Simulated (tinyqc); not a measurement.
# Threshold-voltage variability of a planar MOSFET, analytic estimates: scaling length and width together

Three independent sources add in quadrature: random dopants in the depleted layer, metal-gate grains of two orientations, and roughness of the two gate edges acting through the roll-off VT = VT(long) - Vr exp(-L/l). These are first-order estimates: no three-dimensional electrostatics, no percolation.

ni = sqrt(Nc Nv) exp(-Eg/(2 Vt)), Eg in volts; Cox = 3.9 eps0/ti; Wd = sqrt(4 eps0 eps_r Vt ln(Na/ni)/(q Na)); dopants: s1 = (q/Cox) sqrt(Na Wd/(3 L W)). Grains: Ng = L W/G^2 (at least 1), s2 = dW sqrt(p (1 - p)/Ng). Edges, with exponential correlation and u = W/La: the mean gate length has sL^2 = 2 De^2 (2/u)[1 - (1 - exp(-u))/u]; s3 = sL (Vr/l) exp(-L/l). s = sqrt(s1^2 + s2^2 + s3^2). l and Vr are held fixed. W = 4.8 L in every row; l is held fixed.

Parameters, values chosen for the exercise; material values close to those of silicon: temperature T = 400 K; band gap Eg = 1.14 eV; relative permittivity of the semiconductor eps_r = 11.9; conduction-band density of states at T Nc = 4.28e19 cm^-3; valence-band density of states at T Nv = 4e19 cm^-3; channel doping Na = 2.4e18 cm^-3; oxide-equivalent thickness in inversion ti = 2.1 nm; metal grain size G = 5 nm; work-function difference of the two grain orientations dW = 0.3 eV; share of the orientation of higher work function p = 0.3; rms roughness of one gate edge De = 1.1 nm; correlation length of the roughness La = 10 nm; decay length of the threshold roll-off l = 5.2 nm; prefactor of the roll-off Vr = 2.3 V.

Constants: q = 1.602176634e-19 C, kB = 1.380649e-23 J/K, Vt = kB T/q, eps0 = 8.8541878128e-14 F/cm where lengths are in cm. Results are converted to the units shown.

Scaling length and width together:
```
L (nm)	s1 (mV)	s2 (mV)	s3 (mV)	s (mV)	s sqrt(L W) (mV um)
16	37.491	19.609	15.097	44.923	1.5747
20	29.993	15.687	6.3499	34.438	1.5090
24	24.994	13.073	2.7119	28.337	1.4900
30	19.995	10.458	0.77231	22.578	1.4840
37	16.213	8.4797	0.18225	18.297	1.4832
45	13.330	6.9722	0.035671	15.044	1.4831
55	10.907	5.7045	0.0047365	12.308	1.4831
```

As L goes from 16 to 55 nm, s falls from 44.9 to 12.3 mV. The dopants are the largest source in the first and the last row. The product s sqrt(L W) falls from 1.57 to 1.48 mV um: s1 and s2 go as 1/sqrt(L W), so the change comes from s3 alone. For L = 16 to 20 nm the depletion depth exceeds L, so source and drain share much of the charge and s1 is rough.

Numbers from tinyqc (`OMP_NUM_THREADS=1 python tinyqc.py 2090129 2090130 out.jsonl`; about 0.01 s on one thread of a shared Intel Xeon 2.30GHz).
